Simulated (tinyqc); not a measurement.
## Contact resistivity and sheet resistance from two contact lengths

Inverse problem. Rc = [sqrt(rc Rsh)/Wc] coth(Lc/(2 LT)), LT = sqrt(rc/Rsh), Wc = 30 nm; the second contact is twice as long as the first. Find LT, rc and Rsh.

Rc for Lc = 40 and 80 nm (ohm): 214.269181  148.204426

Answer. With t = tanh(Lc/(2 LT)) for the shorter contact, the resistance of the longer over that of the shorter is (1 + t^2)/2. Then sqrt(rc Rsh) = Rc t Wc, and rc and Rsh follow by multiplying and dividing by LT.

LT = 27.64 nm
rc = 1.100e-9 ohm cm^2
Rsh = 144.0 ohm

Numbers from tinyqc (`OMP_NUM_THREADS=1 python tinyqc.py 2170040 2170041 out.jsonl`; about 0.07 s on one thread of a shared Intel Xeon 2.30GHz).
